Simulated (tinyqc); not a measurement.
From results back to parameters: Peierls distortion of a half-filled chain. Five cases, with inputs chosen for the exercise.

Problem. The gap 2D and the difference 4 u0 between long and short bonds are given; al and K are hidden. Equilibrium: 1 = (4 al^2/K) mean(sin^2 x/|E|).

Atoms move by +/- u, so bonds change by -/+ 2u and hoppings are t +/- 2 al u. Bands E = -/+ sqrt((2 t cos x)^2 + D^2 sin^2 x) with D = 4 al u, x = k a in (0, pi/2); the gap is 2D. Energy per atom at zero temperature: E(u) = -mean_x sqrt(...) + 2 K u^2; exactly, the mean is (4t/pi) E(1 - z^2), z = D/2t, E the complete elliptic integral of the second kind with parameter m. Coupling lambda = 2 al^2/(pi t K).

Find: al; mean(sin^2 x/|E|); K.

Method. gap = 8 al u0 = 2 al (4 u0) gives al; the mean follows from t and D, equal to (K(m) - E(m))/(pi t m) with m = 1 - z^2; then K = 4 al^2 mean.

Case 1.

Values chosen: t = 2.73 eV (hopping of the even chain).
gap = 0.66173 eV
4 u0 = 0.073526 angstrom

Solution.

al = 4.50 eV/angstrom
mean(sin^2 x/|E|) = 0.3728 1/eV
K = 30.2 eV/angstrom^2

Case 2.

Values chosen: t = 2.66 eV (hopping of the even chain).
gap = 1.83689 eV
4 u0 = 0.145785 angstrom

Solution.

al = 6.30 eV/angstrom
mean(sin^2 x/|E|) = 0.2614 1/eV
K = 41.5 eV/angstrom^2

Case 3.

Values chosen: t = 2.34 eV (hopping of the even chain).
gap = 3.17971 eV
4 u0 = 0.260632 angstrom

Solution.

al = 6.10 eV/angstrom
mean(sin^2 x/|E|) = 0.2143 1/eV
K = 31.9 eV/angstrom^2

Case 4.

Values chosen: t = 2.59 eV (hopping of the even chain).
gap = 1.18961 eV
4 u0 = 0.114386 angstrom

Solution.

al = 5.20 eV/angstrom
mean(sin^2 x/|E|) = 0.3162 1/eV
K = 34.2 eV/angstrom^2

Case 5.

Values chosen: t = 2.17 eV (hopping of the even chain).
gap = 3.03250 eV
4 u0 = 0.421180 angstrom

Solution.

al = 3.60 eV/angstrom
mean(sin^2 x/|E|) = 0.2276 1/eV
K = 11.8 eV/angstrom^2

Computed by tinyqc, one run a case: `OMP_NUM_THREADS=1 python tinyqc.py N N+1 out.jsonl` with N = 1650054, 1650245, 1650249, 1650451, 1650531; one thread of a shared Intel(R) Xeon(R) Processor @ 2.30GHz, about 0.1 s a run at most.
